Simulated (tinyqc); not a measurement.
## Gate voltage for a given inversion charge

Inverse problem. p-type body, charge-sheet picture, depletion and inversion only, full ionisation (an idealisation for deep acceptors), Boltzmann statistics (rough once Na exp(x - xn) passes about Nc/7). In units of Vt: xg = (Vg - Vfb)/Vt, x = psi/Vt, G = gamma/sqrt(Vt), xn = (2 phiF + Vc)/Vt. The implicit equation is (xg - x)^2 = G^2 [x - 1 + exp(x - xn)] for x above about 3. Cox = eps0 eox/tox. ni = sqrt(Nc Nv) exp(-Eg/(2 Vt)), Eg in volts; phiF = Vt ln(Na/ni); gamma = sqrt(2 q eps0 eps_r Na)/Cox. N_inv = (Cox Vt G/q) [sqrt(x - 1 + exp(x - xn)) - sqrt(x - 1)]. Find x - xn, psi and Vg.

Inputs (values chosen for the exercise); band and dielectric values close to those of 4H silicon carbide: temperature T = 300 K; band gap Eg = 3.2 eV; relative permittivity eps_r = 9.59; conduction-band density of states at T Nc = 1.71e19 cm^-3; valence-band density of states at T Nv = 2.52e19 cm^-3; relative permittivity of the gate insulator (close to hafnium oxide) eox = 22.4; insulator thickness tox = 11 nm; acceptor density Na = 2.1e16 cm^-3; flat-band voltage Vfb = -0.6 V; channel-body voltage Vc = 0.5 V.

Constants: q = 1.602176634e-19 C, kB = 1.380649e-23 J/K, Vt = kB T/q, eps0 = 8.8541878128e-14 F/cm where lengths are in cm. Results are converted to the units shown.

N_inv = 2.7e11 cm^-2

Solution. N_inv rises steadily with x, so it fixes x; the implicit equation then gives xg directly.

x - xn = 4.551
psi = 3.461 V
Vg = 2.963 V

tinyqc, about 0.01 s, one thread, Intel Xeon 2.30GHz (shared host): `OMP_NUM_THREADS=1 python tinyqc.py 2122181 2122182 out.jsonl`
